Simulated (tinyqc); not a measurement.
Worked calculation: anisotropic wet etching of Si(100): plane rates, V-grooves, membranes and undercut. Computed by tinyqc, a small Python program that keeps every step. Command: `OMP_NUM_THREADS=1 python tinyqc.py 3021332 3021333 out.jsonl wetetch walk`. One thread of a shared host (Intel(R) Xeon(R) Processor @ 2.30GHz), about 0.01 s of CPU time with the checks. Intermediate numbers are printed to about 6 digits and carried at full precision; extremes and crossings named in words are read from the listed rows.

A long slot opens the mask on a (100) wafer. The floor etches at R100; (111) walls stand at theta = arctan(sqrt2) = 54.7356 degrees to the surface and recede at R111 along their normal.

Inputs (values chosen for the exercise, close to those used for potassium hydroxide solutions): prefactor k0 of the (100) rate = 4.7e+08 um/min; activation energy of (100), E = 0.593 eV; ratio (100)/(111) at 80 C = 150; extra energy of (111), dE = 0.13 eV; ratio (100)/oxide at 80 C = 150; extra energy of the oxide, dE_ox = 0.25 eV; corner undercut rate over (100) rate, c = 2.5; bath temperature T = 90 C; width w (mask opening along <110>, or membrane width in the design step) = 860 um; misalignment of the mask = 0.2 degrees; etch time t = 84 min; wafer thickness d = 675 um; membrane thickness wanted = 13 um.

Constants: k_B = 8.617333262e-05 eV/K.

## Rates

R100 = k0 exp(-E/(k_B T)); a ratio given at 80 C scales as exp[(extra energy/k_B)(1/T - 1/353.15 K)]; R111 and R_ox follow by division. Temperatures in kelvin are T(C) + 273.15.

R100 = 2.76995 um/min

R111 = 0.0207715 um/min

R_ox = 0.0231540 um/min

anisotropy R100/R111 = 133.353

## Shape after the time t

A misaligned edge exposes ledges and adds R100 sin(misalignment) to the lateral rate (a simple estimate): u = R111/sin(theta) + R100 sin(misalignment). Top width W = w + 2 u t; floor width b = W - 2 z/tan(theta) = W - sqrt2 z. The floor lasts until b = 0, at t_V = w/(sqrt2 R100 - 2u); depth z = R100 t before t_V and W/sqrt2 after.

lateral rate u = 0.0351087 um/min

time t_V to close the V = 223.546 min

top width W = 865.898 um

depth z = 232.676 um

floor width b = 536.845 um

The floor remains; undercut per side is 2.95 um, 1.27 % of the depth.

## Designing a membrane from the back side

Etch depth d - membrane, time = depth/R100; for a membrane as wide as w the opening must be w + sqrt2 depth - 2 u time; oxide mask consumed R_ox x time; a 1 K error changes the depth by the fraction E/(k_B T^2); a convex mask corner, such as that of a mesa, would retreat by c x depth.

time to reach the membrane = 238.993 min

opening needed = 1779.43 um

oxide consumed = 5533.64 nm

depth error per kelvin = 34.5436 um

retreat of a convex corner = 1655 um

The error per kelvin is 266 % of the membrane, so a timed etch cannot hold it and an etch stop is needed. The oxide loss calls for a nitride mask. A corner retreat larger than the depth shows why mesas need compensation structures. Caution: rates also depend on concentration, doping, additives and stirring, all held fixed here.

## Speed against selectivity over temperature

Each row etches to the depth d - membrane; undercut per side = (R111/sin(theta) + R100 sin(misalignment)) x time.

Etching to a fixed depth:
```
T (C)  R100 (um/min)  R100/R111  time (h)  undercut (um)  oxide consumed (nm)
30           0.06511    303.446   169.456        4.98272              1138.47
40           0.13442    258.861    82.081        5.44292              1545.41
50           0.26534    223.009    41.582        5.94645              2058.51
60           0.50280    193.850    21.944        6.49333              2695.16
70           0.91795    169.885    12.019        7.08333              3473.74
80           1.61971    150.000     6.812        7.71602              4413.33
90           2.76995    133.353     3.983        8.39075              5533.64
100          4.60275    119.304     2.397        9.10673              6854.71
```

From 30 to 100 C the time falls by a factor 70.7, while the oxide loss grows by 6.02 and the undercut by 1.83: the slower planes and the mask have the higher activation energies, so heat costs selectivity. Misalignment gives 2.31 um of the undercut at any T.

Checks made by the program: depth against time integration (relative difference below 1e-10).
